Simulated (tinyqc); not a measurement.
Inside a calculation. Model: thin film between two gates, subbands and threshold shift from confinement.

Numbers from tinyqc (`OMP_NUM_THREADS=1 python tinyqc.py 2350017 2350018 out.jsonl`; about 0.06 s on one thread of a shared Intel Xeon 2.30GHz). Printed values are rounded.

Undoped body with a flat potential across it, hard walls, transport along x. Three valley pairs (g = 2 each) with the longitudinal mass along x, y or z. Non-parabolicity enters the subband edges through E (1 + al E) = gamma, so E = 2 gamma/(1 + sqrt(1 + 4 al gamma)); motion within a subband is taken as parabolic with the band-edge mass. Energies are counted from the bulk band edge.

Parameters, values chosen for the exercise; masses close to those of silicon:
```
symbol,value,unit,meaning
T,300,K,temperature
ml,0.931,m0,longitudinal mass
mt,0.191,m0,transverse mass
al,0,1/eV,non-parabolicity
t,7.8,nm,film thickness (along z)
dl,0.2,nm,widening of the box by penetration into the insulator
```

Constants: q = 1.602176634e-19 C, kB = 1.380649e-23 J/K, hbar = 1.054571817e-34 J s, m0 = 9.1093837015e-31 kg, Vt = kB T/q, hbar^2/(2 m0) = 0.0380998212 eV nm^2. Results are converted to the units shown.

## Lowest subbands

gamma = C (pi k/(t + dl))^2/mz, C = hbar^2/(2 m0). List the 6 lowest, labelled by valley axis and quantum numbers, with degeneracy g and N_k: N_k = g sqrt(mx my) m0 kB T/(pi hbar^2).

```
subband    E_k (eV)  g  N_k (cm^-2)
z1       0.00631093  2   4.12529e12
z2        0.0252437  2   4.12529e12
x1        0.0307616  2   9.10779e12
y1        0.0307616  2   9.10779e12
z3        0.0567983  2   4.12529e12
z4         0.100975  2   4.12529e12
```

## Threshold shift

Each subband has N_k = g sqrt(mx my) m0 kB T/(pi hbar^2); without degeneracy n = exp(EF/Vt) sum N_k exp(-E_k/Vt). Classical value Nc times t, Nc = sum over valleys of 2 g (m m0 kB T/(2 pi hbar^2))^1.5 with m = (mx my mz)^(1/3). Threshold shift dVT = Vt ln(classical value/sum N_k exp(-E_k/Vt)). Use the subbands listed.

shares, subband z1 to z4 (%): [29.7336, 14.2952, 25.4948, 25.4948, 4.2179, 0.7638]
sum N_k exp(-E_k/Vt) = 1.08690e13 cm^-2
Nc = 2.77480e19 cm^-3
classical value = 2.16434e13 cm^-2
dVT = 17.8066 mV

With all subbands dVT = 17.41 mV. The lowest edge lies at 6.31 meV; dVT is larger than that, since sum N_k exp(-(E_k - E_1)/Vt) falls short of the classical value.
